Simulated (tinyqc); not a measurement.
Printed widths: electron-beam lithography: double-Gaussian proximity function, edge placement and dose correction for parallel lines. Computed by tinyqc, a small Python program. Command: `OMP_NUM_THREADS=1 python tinyqc.py 3111176 3111177 out.jsonl proximity walk`. One thread of a shared host (Intel(R) Xeon(R) Processor @ 2.30GHz), about 0.01 s of CPU time with the checks.

Lines are infinitely long. Absorbed energy is counted so that the middle of a very large area written at dose 1 receives 1; the resist develops where it exceeds 1/2.

Inputs (values chosen for the exercise, of the order of those for 10 keV electrons in resist on silicon): forward range alpha = 0.01 micrometre; backscatter range beta = 1.1 micrometre; backscatter ratio eta = 0.94.

line widths (micrometre): 0.25  0.058  0.57  0.034  1.3

gaps between the lines (micrometre): 0.12  0.34  0.1  0.11

Method:
- The first line starts at x = 0; each next one starts after the width and the gap.
- f(r) = [exp(-r^2/alpha^2)/alpha^2 + eta exp(-r^2/beta^2)/beta^2]/(pi (1 + eta)). A line from a to b at dose d gives E(x) = d [S(alpha) + eta S(beta)]/(1 + eta), S(s) = [erf((b - x)/s) - erf((a - x)/s)]/2.
- M_ij is the mean of E at the two edges of line i from line j at dose 1.
- Uncorrected edge energies are M 1. Solve M d = 1/2 for the doses d that put the mean edge energy of every line at the threshold.
- Edges are the roots of E(x) = 1/2 between a line centre and the middle of the next gap. Three cases: dose 1 everywhere; one common dose equal to the mean of d; the corrected doses.

Lines (micrometre):
```
line  left edge  right edge  centre
1         0.000       0.250   0.125
2         0.370       0.428   0.399
3         0.768       1.338   1.053
4         1.438       1.472   1.455
5         1.582       2.882   2.232
```

corrected doses: 1 1.28149, 2 1.13908, 3 0.86059, 4 0.72319, 5 0.91124

Width error, printed less drawn (nm):
```
line  drawn width (nm)   dose 1  mean dose  corrected
1                  250  -5.6583    -6.3077   0.003381
2                   58  -2.5417    -3.1444   0.000873
3                  570   4.0120     3.3901   0.008285
4                   34   7.4145     6.7452   0.000302
5                 1300   3.6629     3.0267   0.012660
```

What follows from these numbers?

With the common mean dose the errors span 13.1 nm. With corrected doses the largest error is 0.01 nm.

Extremes, crossings and ranges named in words are read from the listed rows.
